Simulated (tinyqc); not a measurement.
n-type polysilicon, carrier trapping at grain boundaries: two steps of the calculation.

One-dimensional grains of size Lg, uniform ionised doping N, monovalent traps Qt at each boundary at a depth Et below (for electrons) or above (for holes) the band edge there, abrupt depletion of width W on each side of a boundary, Boltzmann statistics. xi is the distance from the band edge at the grain centre to the Fermi level. Trapped charge Qt/(1 + exp((xi + VB - Et)/Vt)) = 2 N W, barrier VB = q N W^2/(2 eps0 eps_r).

Values chosen for this exercise; values of the order met in polycrystalline silicon:
```
symbol,value,unit,meaning
T,300,K,temperature
eps_r,11.7,,relative permittivity
NB,2.8e19,cm^-3,conduction-band density of states at T
Lg,24,nm,grain size
Qt,4.1e12,cm^-2,trap density of a grain boundary
Et,0.35,eV,depth of the trap level from the majority band edge at the boundary
ms,0.54,m0,mass for thermionic emission
fe,1,,correction factor of the emission rate
mug,140,cm^2/(V s),mobility inside the grains
N,5.6e18,cm^-3,doping
```

Constants: q = 1.602176634e-19 C, kB = 1.380649e-23 J/K, m0 = 9.1093837015e-31 kg, Vt = kB T/q, eps0 = 8.8541878128e-14 F/cm where lengths are in cm. Results are converted to the units shown.

Question 1. Depletion width, Fermi level and barrier. If the trap equation with xi = Vt ln(NB/N) has a root W < Lg/2, the grain is partly depleted; otherwise W = Lg/2 and the trap equation gives xi = Et - VB + Vt ln(Qt/(N Lg) - 1). N* = Qt/Lg.

Give: N*; W; xi; VB; share of traps filled.

Answer 1.

N* = 1.708e18 cm^-3
W = 3.660 nm
xi = 0.04161 V
VB = 0.05802 V
share of traps filled = 0.9999

N is 3.28 N*, and the grain is partly depleted; VB = 2.24 Vt.

Question 2. Resistivity and effective mobility. n0 = NB exp(-xi/Vt); mean density n0 (1 - 2 W/Lg) by charge balance in a partly depleted grain, and n0 (sqrt(pi)/2) erf(u)/u with u = sqrt(VB/Vt) in a fully depleted one; v = sqrt(kB T/(2 pi ms m0)); barrier resistivity Vt exp(VB/Vt)/(q fe n0 v Lg); grain resistivity (1 - 2 W/Lg)/(q n0 mug); effective mobility 1/(q mean density total resistivity).

W = 3.6604865 nm
xi = 0.041607189 V
VB = 0.058024506 V

Give: n0; mean density; v; barrier resistivity; grain resistivity; resistivity; effective mobility.

Answer 2.

n0 = 5.6000e18 cm^-3
mean density = 3.8918e18 cm^-3
v = 3.6608e6 cm/s
barrier resistivity = 0.030944 ohm cm
grain resistivity = 5.5326e-3 ohm cm
resistivity = 0.036477 ohm cm
effective mobility = 43.967 cm^2/(V s)

The resistivity is 4.58 times that of a single crystal with the same N and mobility mug, and the mean density is 69.5 % of N.

Numbers from tinyqc (`OMP_NUM_THREADS=1 python tinyqc.py 2830034 2830035 out.jsonl`; about 0.01 s on one thread of a shared Intel Xeon 2.30GHz).
